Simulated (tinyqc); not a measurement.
# From one set of inputs to another, one input at a time

Model: a particle near a wafer in liquid: double-layer and van der Waals forces (DLVO), deposition barrier and removal. Computed by tinyqc, a small Python program. Command: `OMP_NUM_THREADS=1 python tinyqc.py 3113876 3113877 out.jsonl dlvo ladder`. One thread of a shared host (Intel(R) Xeon(R) Processor @ 2.30GHz), about 0.01 s of CPU time with the checks.

Sphere and flat wall, Derjaguin approximation, constant potentials in the linear-superposition form, no retardation and no hydration force.

The inputs printed are set A. Inputs not listed in the table keep their values of set A, so the rows need not describe a real material.

Inputs (values chosen for the exercise, of the order of those for ceria on silica in water):
```
quantity                             value   unit
particle radius R                      210     nm
Hamaker constant A                 1.5e-20      J
potential of the particle psi_1        -37     mV
potential of the wafer psi_2           -28     mV
salt concentration c                  0.15  mol/L
valence z of the symmetric salt          1      -
temperature T                          298      K
dielectric constant of the liquid     78.4      -
contact distance h0                    0.4     nm
contact radius over R                 0.17      -
viscosity                              0.9  mPa s
```

Constants: e = 1.602176634e-19 C; N_A = 6.02214076e+23 1/mol; eps_0 = 8.8541878128e-12 F/m; k_B = 1.380649e-23 J/K; k_B = 8.617333262e-05 eV/K.

Method:
- kappa^2 = 2 z^2 e^2 N_A (1000 c)/(eps eps_0 k_B T); gamma_i = tanh(z e psi_i/(4 k_B T)); Z = 64 pi eps eps_0 (k_B T/(z e))^2 gamma_1 gamma_2.
- The barrier height is zero when U = 0 and F = 0 together: kappa h = 1 and kappa = 6 Z/(e A), e = 2.718282 here; c follows from kappa^2, with the potentials held fixed.
- Adhesion F_a = A R/(6 h0^2) [1 + a^2/(R h0)] - kappa Z R exp(-kappa h0), a the contact radius. Drag in a shear flow F_d = 1.7 x 6 pi mu R^2 G, acting at 1.4 R; rolling starts when 1.4 R F_d = a F_a. Wall shear stress = mu G.

Each row keeps all changes above it:
```
input moved                              from       to  critical concentration (mol/L)  net adhesion F_a (pN)  wall shear stress for rolling (Pa)
set A                                       -        -                         0.14307                  51707                              4443.0
salt concentration c (mol/L)             0.15  0.00049                         0.14307                  52940                              4549.0
contact radius over R                    0.17    0.042                         0.14307                   6194                               131.5
temperature T (K)                         298      323                         0.15810                   6198                               131.6
potential of the wafer psi_2 (mV)         -28      -19                         0.07444                   6236                               132.4
potential of the particle psi_1 (mV)      -37      -56                         0.15622                   6199                               131.6
Hamaker constant A (J)                1.5e-20  1.1e-20                         0.29049                   4513                                95.8
particle radius R (nm)                    210       63                         0.29049                    886                               209.0
```

Which inputs carry the difference?

Critical concentration goes from 0.143 to 0.290, a factor 2.03 in all. The largest single move comes from potential of the wafer psi_2 (a factor 0.471), but it runs against the net change; the largest move in the direction of the net change is potential of the particle psi_1 (a factor 2.10). net adhesion F_a goes from 51700 to 886, a factor 0.0171 in all. The largest single move comes from contact radius over R (a factor 0.117). Wall shear stress for rolling goes from 4440 to 209, a factor 0.0470 in all. The largest single move comes from contact radius over R (a factor 0.0289), and particle radius R works against it (a factor 2.18). The single moves hold for this order of the switches; the total does not depend on the order.

Extremes, crossings and ranges named in words are read from the listed rows.
